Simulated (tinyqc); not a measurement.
Crystal pulling from the melt: segregation, interface stability, heat balance and point-defect regime: one step, computed by the program tinyqc. Command: `OMP_NUM_THREADS=1 python tinyqc.py 3007064 3007065 out.jsonl pull walk`. One thread of a shared host (Intel(R) Xeon(R) Processor @ 2.30GHz), about 0.01 s of CPU time with the checks.

A dilute solute; steady pulling with a flat interface unless it is found unstable.

Problem. Heat balance and the ratio V/G. k_S G_S = k_L G_L + L V; the largest rate for this G_S, with G_L = 0, is k_S G_S/L. Voronkov: the crystal grows vacancy-rich if V/G_S > xi_c and interstitial-rich if below; at fixed G_L the neutral rate solves V = xi_c G_S(V).

Inputs (values chosen for the exercise, modelled on gallium in silicon):

| quantity | value | unit |
|---|---|---|
| pull rate V | 0.94 | mm/min |
| gradient in the melt G_L | 15 | K/cm |
| solid conductivity k_S | 22 | W/(m K) |
| melt conductivity k_L | 63.5 | W/(m K) |
| latent heat per volume L | 4210 | J/cm^3 |
| critical ratio xi_c | 0.14 | mm^2/(min K) |

Give: gradient in the solid G_S; largest rate; V/G_S; neutral pull rate.

Solution.

gradient in the solid G_S = 73.276 K/cm

largest rate = 2.2975 mm/min

V/G_S = 0.12828 mm^2/(min K)

neutral pull rate = 1.0951 mm/min

V/G_S is 0.92 xi_c: interstitials survive and can form dislocation loops. Latent heat makes up 41 % of the flux.
